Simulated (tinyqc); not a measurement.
One level coupled to a phonon between two leads, self-consistent Born approximation: one step of the calculation.

Wide-band leads with mu_L = +V/2 and mu_R = -V/2; phonons in equilibrium, Nq = 1/(exp(w0/kB T) - 1). Scattering links only energies that differ by w0, so a ladder E_k = E1 + k w0 closes on itself; terms that reach past its ends are dropped. Gn and Gp are the electron and hole parts of the spectral function A = Gn + Gp.

Question. Green functions. |G|^2 = 1/[(E - ed)^2 + (GL + GR + Sin + Sout)^2/4], Gn = |G|^2 (GL fL + GR fR + Sin), Gp = |G|^2 (GL (1 - fL) + GR (1 - fR) + Sout), f = 1/(1 + exp((E - mu)/kB T)). On a single ladder the real part of the phonon self-energy, which needs all energies, is left out.

Inputs (values chosen for the exercise): temperature of leads and phonons T = 77 K; level ed = -46 meV; coupling to the left lead GL = 25 meV; coupling to the right lead GR = 27 meV; bias V = 108 mV.

Constants: q = 1.602176634e-19 C, kB = 1.380649e-23 J/K, Vt = kB T/q. Results are converted to the units shown.

```
rung  E (meV)     Sin (meV)    Sout (meV)
0         -68    0.71756811  0.0031725310
1         -32    0.19425549   0.061603040
2           4   0.069773443    0.72094353
3          40  0.0021932331    0.20543530
4          76  2.9705479e-4   0.088958242
5         112  5.9779387e-6   0.079236199
```

Find: Gn after iteration 1; Gp after iteration 1.

Answer.

```
rung  Gn after iteration 1 (1/meV)  Gp after iteration 1 (1/meV)
0                          0.04224                      0.002479
1                          0.02975                       0.02972
2                         0.007840                      0.008675
3                         0.002761                      0.003703
4                         5.631e-5                      0.003291
5                         1.561e-7                      0.002031
```

Range of the model: The self-consistent Born approximation keeps only non-crossing phonon lines and no Hartree shift; it is rough once the coupling nears the phonon energy.

Computed by the program tinyqc: `OMP_NUM_THREADS=1 python tinyqc.py 2720047 2720048 out.jsonl`, one thread of a shared Intel Xeon 2.30GHz, about 0.06 s for the whole run.
